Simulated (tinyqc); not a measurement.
Comparisons within one model: thin (001) film in sp3s* tight binding with raised dangling bonds. A value that a table varies takes the place of the one given here.

Planes alternate anion (a), cation (c) along [001], a/4 apart, starting with an anion; zero in-plane momentum; levels counted from the bulk Ev, the lower root of [[Epa, Vxx], [Vxx, Epc]]; no spin-orbit coupling. Block of s, pz, s*: from an anion to the cation above, Vss/2 (s,s), Vsapc/2 (s,z), -Vscpa/2 (z,s), Vxx/2 (z,z), Vxapc/2 (s*,z), -Vpaxc/2 (z,s*); to the cation below the same with the s-z and s*-z signs reversed. Block of u = (px + py)/sqrt2 and v = (px - py)/sqrt2: to the cation above (Vxx + Vxy)/2 for u and (Vxx - Vxy)/2 for v, to the cation below the reverse. Each surface atom has two dangling sp3 hybrids; raising both by dl adds (dl/2) [[1, t], [t, 1]] to its s, pz levels (t = -1 at the bottom face, +1 at the top) and dl to the one of u, v in whose plane the missing bonds lie (v for a bottom anion or a top cation, u for a top anion).

Parameters, chosen for this exercise (near a published set for SiC, fitted to gaps, whose masses and valley positions are rough; not measured data): p = (-8.472, 2.117, -4.819, 4.313, 9.762, 9.415, -12.399, 3.003, 5.978, 9.423, 9.265, 8.676, 4.396) eV (order Esa, Epa, Esc, Epc, Exa, Exc, Vss, Vxx, Vxy, Vsapc, Vscpa, Vxapc, Vpaxc); Nw = 31 (planes in the thicker film); a = 4.362 angstrom (lattice constant); dp = 30 eV (value of dl for the passivated films); Ns = (9, 11, 17, 18, 22, 31, 42, 66) (numbers of planes).

## States in the gap of a film

edges (eV): Gamma 5.86975, Delta 2.33637

Levels between 0 and the lower bulk edge, the largest weight on the two outer planes of both faces among them, and the nearest levels outside, for several shifts dl.

Film of Nw planes:

| dl (eV) | levels in the gap | at (eV) | surface weight | next above (eV) | next below (eV) |
|---|---|---|---|---|---|
| 0 | 4 | 0.310, 0.337, 2.099, 2.099 | 0.89 | 2.3529 | -0.0399 |
| 1 | 2 | 0.744, 0.751 | 0.72 | 2.3530 | -0.0393 |
| 2 | 2 | 1.259, 1.261 | 0.79 | 2.3533 | -0.0390 |
| 3 | 2 | 1.812, 1.813 | 0.82 | 2.3541 | -0.0387 |
| 5 | 0 | - | - | 2.3503 | -0.0385 |
| 10 | 0 | - | - | 2.3521 | -0.0381 |
| 30 | 0 | - | - | 2.3523 | -0.0378 |
| 100 | 0 | - | - | 2.3524 | -0.0377 |

Can the levels of the bare film be read as confined subbands?

No: with bare surfaces (dl = 0) 4 levels lie in the bulk gap, with up to 89 % of the weight on the four outer planes, two a face, where an even spread gives 13 %; these are dangling-bond states, not subbands. The reruns show the bulk gap clear from dl = 5 eV on, and at dl = 30 eV the next level above lies -0.1 meV from its value at 100 eV.

## Gap against thickness

Passivated films (finite dp, so levels can still be some meV from their limit), thickness N a/4. Highest level below mid-gap (either block) and the two lowest above it. The exponents are -d ln(shift)/d ln N between the sixth and the last film, for the valence level and for the lowest conduction level.

Levels (eV):

| N | thickness (angstrom) | Ev1 | Ec1 | Ec2 | gap |
|---|---|---|---|---|---|
| 9 | 9.81 | -0.3290 | 2.5219 | 3.0993 | 2.8508 |
| 11 | 12.00 | -0.2379 | 2.4617 | 2.8524 | 2.6996 |
| 17 | 18.54 | -0.1130 | 2.3892 | 2.5529 | 2.5022 |
| 18 | 19.63 | -0.0919 | 2.3873 | 2.5449 | 2.4793 |
| 22 | 23.99 | -0.0652 | 2.3700 | 2.4736 | 2.4352 |
| 31 | 33.81 | -0.0378 | 2.3523 | 2.4009 | 2.3901 |
| 42 | 45.80 | -0.0203 | 2.3454 | 2.3726 | 2.3656 |
| 66 | 71.97 | -0.0086 | 2.3400 | 2.3508 | 2.3486 |

exponents: valence 1.95, conduction 1.97

The gap is 2.851 eV at 9.8 angstrom and 2.349 eV at 72.0, against 2.336 eV in the bulk along this line. At 18 planes the conduction side gives 51 meV of the widening and the valence side 92 meV. A hard-walled parabolic band has exponent 2; departures come from the offset between N a/4 and the effective width, from non-parabolicity and from the termination (odd and even N end differently: in the direction of the bond rows at the two faces and, in a compound, in the kind of atom), which also makes single steps in N uneven. Ec1 and Ec2 come from the neighbourhood of X.

## What each change does

A film of Nw planes with shift dp: highest level below mid-gap (half the lower bulk edge) and the two lowest above. Each row changes one parameter from the base and keeps the others.

Results:

| case | Ev1 (eV) | Ec1 (eV) | Ec2 (eV) |
|---|---|---|---|
| base | -0.0378 | 2.3523 | 2.4009 |
| Nw = 33 | -0.0336 | 2.3505 | 2.3933 |
| dp = 60 eV | -0.0377 | 2.3524 | 2.4011 |

The largest shifts from the base row, up to three for each result and ties (the steps differ in size, so this ranks the rows, not the parameters). Ev1 (eV): Nw +0.0042, dp +0.0001. Ec1 (eV): Nw -0.0019, dp +0.0000. Ec2 (eV): Nw -0.0076, dp +0.0002. An odd change of Nw also changes which atoms end the film, so levels need not move as thickness alone would move them; the row for dp shows how far the passivation is from converged.

tinyqc: `OMP_NUM_THREADS=1 python tinyqc.py 1480414 1480415 out.jsonl`; about 0.5 s, one thread, shared Intel(R) Xeon(R) Processor @ 2.30GHz.
